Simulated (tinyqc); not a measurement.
Inside a calculation. Method: bound state in one dimension: Numerov shooting, finite differences, DVR. Computed by tinyqc, a small Python program that keeps every step. Settings: points = 96. Command: `OMP_NUM_THREADS=1 python tinyqc.py 21968 21969 out.jsonl` (the two numbers bound the seeds that draw the settings). One thread of a shared host (Intel(R) Xeon(R) Processor @ 2.60GHz), about 0.01 s of CPU time with the checks.

## Numerov steps at E = 0.1

One particle of mass 1 in V = 1.24^2 x^2/2 + 0.12 x^4 (atomic units), psi = 0 at both ends:
```
parameter                 value
left end              -4.500000
right end              4.500000
intervals                    96
h                      0.093750
state sought (nodes)          1
```

k_i = 2 m (E - V_i); (1 + h^2 k_(i+1)/12) y_(i+1) = 2 (1 - 5 h^2 k_i/12) y_i - (1 + h^2 k_(i-1)/12) y_(i-1), from y_0 = 0, y_1 = 0.001.

Points along the way:
```
i           x          V            k              y
0   -4.500000  64.775700  -129.351400       0.000000
1   -4.406250  60.159531  -120.119062       0.001000
2   -4.312500  55.802616  -111.405233       0.003136
3   -4.218750  51.694611  -103.189221       0.008565
4   -4.125000  47.825392   -95.450784       0.022282
5   -4.031250  44.185059   -88.170119       0.055827
32  -1.500000   2.337300    -4.474600   73918.933054
33  -1.406250   1.989611    -3.779223   92661.946454
34  -1.312500   1.680483    -3.160967  114477.116080
35  -1.218750   1.406691    -2.613381  139466.054170
36  -1.125000   1.165229    -2.130459  167651.143500
37  -1.031250   0.953319    -1.706637  198967.909260
```

## Bisection on the node count

With more sign changes than the state has nodes (the last point included) the energy is too high, else too low; the bracket starts as 0.1 to 12.

Trials:
```
trial           E  sign changes  y at the right end   next
1      6.05000000             4            8.44e+08  lower
2      3.07500000             2            6.08e+10  lower
3      1.58750000             1           -9.99e+11  raise
4      2.33125000             2            1.22e+11  lower
5      1.95937500             1           -1.43e+11  raise
6      2.14531250             2            4.13e+10  lower
7      2.05234375             1           -3.48e+10  raise
8      2.09882812             2            6.84e+09  lower
9      2.07558594             1           -1.30e+10  raise
10     2.08720703             1           -2.87e+09  raise
11     2.09301758             2            2.04e+09  lower
12     2.09011230             1           -4.02e+08  raise
13     2.09156494             2            8.22e+08  lower
14     2.09083862             2            2.11e+08  lower
...           ...           ...                 ...    ...
29     2.09058871             1           -8.86e+03  raise
30     2.09058872             2            4.99e+02  lower
31     2.09058871             1           -4.18e+03  raise
```

eigenvalue = 2.09058871 hartree

## The same grid by other methods

Three-point finite differences and the sine-DVR kinetic matrix of Colbert and Miller on the same points.

Lowest levels (hartree):
```
state  finite differences       DVR
0                0.668994  0.669534
1                2.087501  2.090596
2                3.647939  3.657026
3                5.320457  5.339886
```
